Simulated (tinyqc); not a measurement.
Worked calculation: Hubbard chain of 5 sites. One step of it, computed by the program tinyqc.

Question. Mean-field iteration 1. H(up) = T + U n(down), H(down) = T + U n(up); fill the lowest levels; n(new) = n + mixing (n(out) - n); E = tr T (rho up + rho down) + U sum n_up n_down of the output.

one-body matrix (hopping and site energies) (eV), lower triangle:
```
,1,2,3,4,5
1,-0.450000
2,-0.950000,-0.300000
3,0.000000,-0.950000,0.340000
4,0.000000,0.000000,-0.950000,-0.960000
5,0.000000,0.000000,0.000000,-0.950000,-0.680000
```

U = 4.800000 eV

electrons, up and down: 3  2

mixing = 1

n(up) at the start (a guess, not normalised): 1 0.900000, 2 0.300000, 3 0.900000, 4 0.300000, 5 0.900000

n(down) at the start (a guess): 1 0.100000, 2 0.700000, 3 0.100000, 4 0.700000, 5 0.100000

Give: levels, up; levels, down; energy; n(up) after iteration 1; n(down) after iteration 1.

Answer.

levels, up (eV): -0.619  -0.308  0.390  2.913  3.734

levels, down (eV): -0.012  0.697  3.843  4.108  5.154

energy = -3.418 eV

n(up) after iteration 1: 1 0.936, 2 0.135, 3 0.818, 4 0.183, 5 0.928

n(down) after iteration 1: 1 0.077, 2 0.879, 3 0.078, 4 0.903, 5 0.064
